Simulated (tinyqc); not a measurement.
Inside a calculation. Method: plane-wave Kohn-Sham cycle with exchange-only LDA in a layered model solid. One step of it, computed by the program tinyqc.

Task: Iteration 2: levels at that k. Diagonalise the Hermitian matrix.

H (hartree), order -3, -2, -1, +0, +1, +2, +3:
$$\begin{pmatrix}
5.442732 & -0.052468 & -0.000255 & 0.000002 & 0.000001 & 0.000000 & 0.000000 \\
-0.052468 & 2.295537 & -0.052468 & -0.000255 & 0.000002 & 0.000001 & 0.000000 \\
-0.000255 & -0.052468 & 0.407220 & -0.052468 & -0.000255 & 0.000002 & 0.000001 \\
0.000002 & -0.000255 & -0.052468 & -0.222219 & -0.052468 & -0.000255 & 0.000002 \\
0.000001 & 0.000002 & -0.000255 & -0.052468 & 0.407220 & -0.052468 & -0.000255 \\
0.000000 & 0.000001 & 0.000002 & -0.000255 & -0.052468 & 2.295537 & -0.052468 \\
0.000000 & 0.000000 & 0.000001 & 0.000002 & -0.000255 & -0.052468 & 5.442732
\end{pmatrix}$$

Give: eigenvalues.

Result:

eigenvalues (hartree): [-0.2309, 0.4060, 0.4142, 2.2961, 2.2961, 5.4436, 5.4436]
